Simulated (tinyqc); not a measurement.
Floating body of a partially depleted SOI transistor: body voltage and kink: one step of the calculation.

Source at 0 V. Channel current Ic = 2 nf K Vt^2 [F(0) - F(Vd)](1 + la Vd), F(V) = ln^2(1 + exp((Vg - VT - nf V)/(2 nf Vt))), VT = VT0 - gb Vb. Saturation voltage Vs = 2 Vt sqrt(F(0)) + 3 Vt, excess Ve = (Vd - Vs + sqrt((Vd - Vs)^2 + 0.0004 V^2))/2, multiplication M1 = Ai Ve exp(-Bl/Ve). Each junction passes D(v) = J1 (exp(v/Vt) - 1) + J2 (exp(v/(2 Vt)) - 1). Bipolar current Ib = bb J1 (exp(Vb/Vt) - 1). The body settles where M1 (Ic + Ib) = D(Vb) + D(Vb - Vd) + Vb/Rb; drain current Id = (1 + M1)(Ic + Ib) - D(Vb - Vd).

Task. Drain current with floating and with grounded body. Id and VT at the converged Vb, Id at Vb = 0, their ratio, and the bipolar share Ib/(Ic + Ib).

Parameters, values chosen for the exercise; values of the order met in partially depleted silicon-on-insulator transistors: temperature T = 358 K; threshold at zero body voltage VT0 = 0.31 V; fall of the threshold per volt of body voltage gb = 0.11; slope factor nf = 1.4; gain factor per width K = 260 uA/(V^2 um); channel-length modulation factor la = 0.06 1/V; impact-ionisation prefactor Ai = 3.61 1/V; impact-ionisation voltage Bl = 8.5 V; diffusion saturation current of each junction J1 = 9.5e-11 uA/um; recombination saturation current of each junction J2 = 1.6e-7 uA/um; gain of the lateral bipolar transistor on the diffusion current bb = 0.5; resistance of a weak body tie to the source (1e9 stands for no tie, and the term is then dropped) Rb = 20000 kohm um; gate voltage Vg = 0.71 V; drain voltage Vd = 1.6 V.

Constants: q = 1.602176634e-19 C, kB = 1.380649e-23 J/K, Vt = kB T/q. Results are converted to the units shown.

converged Vb = 0.60767886 V

Give: VT; Id, floating; Id, grounded; ratio; bipolar share.

Result.

VT = 0.24316 V
Id, floating = 22.302 uA/um
Id, grounded = 16.420 uA/um
ratio = 1.3582
bipolar share = 0.076617 %

The body rises to 0.608 V and lowers the threshold by 66.8 mV.

Range of the model: The multiplication law is an empirical form chosen for the exercise; self-heating and capacitive coupling to the body are left out, and the linear laws are rough once Vb passes about 0.7 V or M1 about 0.1.

Program tinyqc, `OMP_NUM_THREADS=1 python tinyqc.py 2182154 2182155 out.jsonl`; Intel Xeon 2.30GHz, shared host, one thread, about 0.2 s.
